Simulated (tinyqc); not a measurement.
Sneak paths and read margin.

Worst-case read of an N x N array without selectors, ideal wires, unselected lines floating and all unselected cells in the low state with resistance K Ron: the sneak path is Rsn = K Ron [2/(N - 1) + 1/(N - 1)^2], in parallel with the selected cell Rc. A sense resistor Ron to ground gives Vout = Vr Ron/(Ron + Rc Rsn/(Rc + Rsn)); margin = [Vout(Rc = Ron) - Vout(Rc = ra Ron)]/Vr.

Parameters, values chosen for the exercise: resistance of the low state Ron = 5 kohm; ratio Roff/Ron ra = 30; factor by which unselected cells are more resistive K = 5; read voltage Vr = 0.3 V.

Result of one run:

| N | Rsn (kohm) | Vout, low state (mV) | Vout, high state (mV) | margin (%) |
|---|---|---|---|---|
| 8 | 7.653 | 186.9 | 122.1 | 21.60 |

What becomes of these results when the array size N is changed from 8 to 256, all else the same?

Result of the changed run:

| N | Rsn (kohm) | Vout, low state (mV) | Vout, high state (mV) | margin (%) |
|---|---|---|---|---|
| 256 | 0.1965 | 289.1 | 288.7 | 0.1330 |

The whole series:

| N | Rsn (kohm) | Vout, low state (mV) | Vout, high state (mV) | margin (%) |
|---|---|---|---|---|
| 2 | 75.00 | 154.8 | 27.27 | 42.52 |
| 3 | 31.25 | 161.1 | 48.60 | 37.50 |
| 4 | 19.44 | 167.1 | 67.53 | 33.19 |
| 8 | 7.653 | 186.9 | 122.1 | 21.60 |
| 16 | 3.444 | 213.1 | 179.3 | 11.27 |
| 32 | 1.639 | 240.6 | 226.5 | 4.686 |
| 64 | 0.7999 | 263.6 | 258.8 | 1.609 |
| 128 | 0.3953 | 279.5 | 278.1 | 0.4822 |
| 256 | 0.1965 | 289.1 | 288.7 | 0.1330 |

The margin falls from 42.5 to 0.133 %; a lone cell has 46.8 %. It first drops below 10 % at N = 32 among the rows, where Rsn = 0.33 Ron. Between the last two rows it goes as N^(-1.86).

Numbers from tinyqc (`OMP_NUM_THREADS=1 python tinyqc.py 2880153 2880154 out.jsonl`; about 0.01 s on one thread of a shared Intel Xeon 2.30GHz).
